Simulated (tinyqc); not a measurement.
X-ray reflectivity of a thin film on silicon: critical angles, Parratt recursion, fringes and roughness: one step, computed by the program tinyqc. Command: `OMP_NUM_THREADS=1 python tinyqc.py 3121498 3121499 out.jsonl xrr walk`. One thread of a shared host (Intel(R) Xeon(R) Processor @ 2.30GHz), about 0.01 s of CPU time with the checks.

n = 1 - delta + i beta; the classical electron radius is r_e = 2.8179403e-6 nm. Layer 0 is vacuum, 1 the film, 2 the substrate.

Problem. Reflectivity at one angle. k_j = (2 pi/lambda) sqrt(sin^2 theta - 2 delta_j + 2 i beta_j); r_ij = (k_i - k_j)/(k_i + k_j) x exp(-2 k_i k_j sigma^2) (Nevot-Croce); r = (r_01 + r_12 p)/(1 + r_01 r_12 p), p = exp(2 i k_1 d); R = |r|^2.

Inputs (values chosen for the exercise, modelled on Si3N4 on silicon, copper K-alpha radiation):
```
quantity                              value     unit
wavelength lambda                   0.15406       nm
film thickness d                         16       nm
roughness of the surface sigma_1       0.34       nm
roughness of the interface sigma_2     0.73       nm
grazing angle theta                    1.18  degrees
```

Constants:
```
layer      rho_e (1/nm^3)         delta          beta  critical angle (degrees)  q_c (1/nm)
film             866.7185  9.225922e-06  1.660666e-07                 0.2461175   0.3503804
substrate        711.4015  7.572626e-06  1.741704e-07                 0.2229774   0.3174375
```

Give: k_0, k_1, k_2; 1000 r_01; 1000 r_12; p; reflectivity R; q = 4 pi sin(theta)/lambda.

Solution.

k_0, k_1, k_2 (1/nm): 0.83988  0.82141+0.00034i  0.82475+0.00035i

1000 r_01 = 9.4810-0.1751i

1000 r_12 = -0.98593-0.00341i

p = 0.40202+0.90393i

reflectivity R = 8.3727e-05

q = 4 pi sin(theta)/lambda = 1.6798 1/nm
